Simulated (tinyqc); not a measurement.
# Crystallisation kinetics and data retention of a phase-change cell: two studies

Johnson-Mehl-Avrami-Kolmogorov law X = 1 - exp(-y^n), y = integral of k dt, k = (1/100 s) exp[-(Ec q/kB)(1/T - 1/T1)].

Parameters, values chosen for the exercise; values of the order of Ge-Sb-Te and related chalcogenides: activation energy of crystallisation Ec = 2.19 eV; temperature at which the rate k is 1/(100 s) T1 = 467 K; Avrami exponent n = 2.5; crystalline share at which the state is lost Xf = 0.3; storage temperature T = 368 K.

Constants: q = 1.602176634e-19 C, kB = 1.380649e-23 J/K. Results are converted to the units shown.

Each table varies one quantity; the others keep the values above.

## Kissinger analysis

Tp is the temperature of the largest dX/dt on a ramp of rate b (b in K/min in the logarithm).

Kissinger analysis:
```
b (K/min),Tp (K),q/kB Tp (1/eV),ln(b/Tp^2),X at the peak
0.5,448.67,25.864,-12.906,0.62715
1,454.04,25.558,-12.236,0.62709
2,459.54,25.253,-11.567,0.62703
5,467.00,24.849,-10.683,0.62695
10,472.81,24.543,-10.015,0.62689
20,478.77,24.238,-9.3467,0.62683
50,486.87,23.835,-8.4640,0.62674
100,493.18,23.530,-7.7966,0.62668
```

What does the comparison show?

Tp rises from 449 to 493 K. The slope of ln(b/Tp^2) against q/kB Tp between the end rows is -2.189 eV, against Ec = 2.19 eV, and X at the peak stays near 1 - 1/e = 0.632 (0.627 to 0.627).

## Effect of the activation energy at a fixed measured point

Same model as above.

At fixed T the state fails at t = (-ln(1 - Xf))^(1/n)/k; ten years are 3.15576e8 s. k at T1 is held.

Effect of the activation energy at a fixed measured point:
```
Ec (eV),temperature for ten years (K),time to fail at T (years)
1.5,330.6,0.04750
1.8,347.5,0.3529
2.1,360.7,2.622
2.4,371.3,19.48
2.7,379.9,144.7
3,387.1,1075
3.3,393.3,7989
3.6,398.5,5.935e4
```

What does the comparison show?

The ten-year temperature rises from 331 to 399 K, and the projected life at 368 K spans 6.10 decades: an error of 0.1 eV changes it by a factor of 1.95.

Range of the model: One Arrhenius rate is assumed; incubation, growth from the boundary and the non-Arrhenius kinetics of the supercooled liquid are left out.

Numbers from tinyqc (`OMP_NUM_THREADS=1 python tinyqc.py 2490138 2490139 out.jsonl`; about 0.02 s on one thread of a shared Intel Xeon 2.30GHz).
